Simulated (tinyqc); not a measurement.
Inside a calculation. Method: UHF in the 6-31g basis, for H3+, spin multiplicity 1. One step of it, computed by the program tinyqc.

Task: Iteration 3: diagonalisation and new density. Diagonalise F' = X^T F X, C = X C', fill 1 alpha and 1 beta electrons from the bottom; D(s) = C_occ C_occ^T. Each column has its largest component positive (the first on a tie).

extrapolated F(alpha) (hartree):
```
           1H 1s      1H 2s      2H 1s      2H 2s      3H 1s      3H 2s
1H 1s  -0.526729  -0.829604  -0.675806  -0.697223  -0.478217  -0.586809
1H 2s  -0.829604  -0.787420  -0.690044  -0.698428  -0.470750  -0.572520
2H 1s  -0.675806  -0.690044  -0.507884  -0.772258  -0.157680  -0.348810
2H 2s  -0.697223  -0.698428  -0.772258  -0.694370  -0.273889  -0.430359
3H 1s  -0.478217  -0.470750  -0.157680  -0.273889  -0.105516  -0.484306
3H 2s  -0.586809  -0.572520  -0.348810  -0.430359  -0.484306  -0.485178
```

extrapolated F(beta) (hartree):
```
           1H 1s      1H 2s      2H 1s      2H 2s      3H 1s      3H 2s
1H 1s  -0.526729  -0.829604  -0.478217  -0.586809  -0.675806  -0.697223
1H 2s  -0.829604  -0.787420  -0.470750  -0.572520  -0.690044  -0.698428
2H 1s  -0.478217  -0.470750  -0.105516  -0.484306  -0.157680  -0.273889
2H 2s  -0.586809  -0.572520  -0.484306  -0.485178  -0.348810  -0.430359
3H 1s  -0.675806  -0.690044  -0.157680  -0.348810  -0.507884  -0.772258
3H 2s  -0.697223  -0.698428  -0.273889  -0.430359  -0.772258  -0.694370
```

X:
```
               1          2          3          4          5         6
1H 1s  -0.792755   0.000000   0.315539   1.159463   0.000000  0.218184
1H 2s   3.880313   0.000000  -0.524855  -0.017857   0.000000  0.285427
2H 1s   0.238334  -0.810492   0.856638  -0.357075   0.504339  0.168169
2H 2s  -2.144906   1.174297  -0.437878  -0.270098   0.348091  0.236547
3H 1s   0.238334   0.810492   0.856638  -0.357075  -0.504339  0.168169
3H 2s  -2.144906  -1.174297  -0.437878  -0.270098  -0.348091  0.236547
```

Give: F' = X^T F X; orbital energies; coefficients C; F' = X^T F X; orbital energies; coefficients C; D(alpha) after iteration 3; D(beta) after iteration 3.

Result:

F' = X^T F X (alpha) (hartree):
```
        1       2       3       4       5       6
1   0.477   0.006   0.053  -0.457  -0.007  -0.015
2   0.006   0.571   0.038  -0.005  -0.205   0.039
3   0.053   0.038   0.533  -0.152  -0.088  -0.178
4  -0.457  -0.005  -0.152   0.429   0.011  -0.157
5  -0.007  -0.205  -0.088   0.011  -0.337  -0.181
6  -0.015   0.039  -0.178  -0.157  -0.181  -0.983
```

orbital energies (alpha) (hartree): MO1 -1.075, MO2 -0.342, MO3 0.007, MO4 0.506, MO5 0.631, MO6 0.964

coefficients C (alpha):
```
          MO1     MO2     MO3     MO4     MO5     MO6
1H 1s   0.357  -0.103   0.285  -0.601   0.339  -1.193
1H 2s   0.366  -0.255   2.526   1.534  -0.773   2.426
2H 1s   0.357   0.296  -0.031  -0.915  -0.674   0.592
2H 2s   0.138   0.638  -1.679   0.269   1.184  -1.305
3H 1s   0.115  -0.296  -0.045  -0.348   1.025   0.764
3H 2s  -0.049  -0.534  -1.765  -0.508  -0.806  -1.453
```

F' = X^T F X (beta) (hartree):
```
        1       2       3       4       5       6
1   0.477  -0.006   0.053  -0.457   0.007  -0.015
2  -0.006   0.571  -0.038   0.005  -0.205  -0.039
3   0.053  -0.038   0.533  -0.152   0.088  -0.178
4  -0.457   0.005  -0.152   0.429  -0.011  -0.157
5   0.007  -0.205   0.088  -0.011  -0.337   0.181
6  -0.015  -0.039  -0.178  -0.157   0.181  -0.983
```

orbital energies (beta) (hartree): MO1 -1.075, MO2 -0.342, MO3 0.007, MO4 0.506, MO5 0.631, MO6 0.964

coefficients C (beta):
```
          MO1     MO2     MO3     MO4     MO5     MO6
1H 1s   0.357  -0.103   0.285  -0.601   0.339  -1.193
1H 2s   0.366  -0.255   2.526   1.534  -0.773   2.426
2H 1s   0.115  -0.296  -0.045  -0.348   1.025   0.764
2H 2s  -0.049  -0.534  -1.765  -0.508  -0.806  -1.453
3H 1s   0.357   0.296  -0.031  -0.915  -0.674   0.592
3H 2s   0.138   0.638  -1.679   0.269   1.184  -1.305
```

D(alpha) after iteration 3:
```
        1H 1s   1H 2s   2H 1s   2H 2s   3H 1s   3H 2s
1H 1s   0.128   0.131   0.128   0.049   0.041  -0.017
1H 2s   0.131   0.134   0.131   0.050   0.042  -0.018
2H 1s   0.128   0.131   0.128   0.049   0.041  -0.017
2H 2s   0.049   0.050   0.049   0.019   0.016  -0.007
3H 1s   0.041   0.042   0.041   0.016   0.013  -0.006
3H 2s  -0.017  -0.018  -0.017  -0.007  -0.006   0.002
```

D(beta) after iteration 3:
```
        1H 1s   1H 2s   2H 1s   2H 2s   3H 1s   3H 2s
1H 1s   0.128   0.131   0.041  -0.017   0.128   0.049
1H 2s   0.131   0.134   0.042  -0.018   0.131   0.050
2H 1s   0.041   0.042   0.013  -0.006   0.041   0.016
2H 2s  -0.017  -0.018  -0.006   0.002  -0.017  -0.007
3H 1s   0.128   0.131   0.041  -0.017   0.128   0.049
3H 2s   0.049   0.050   0.016  -0.007   0.049   0.019
```
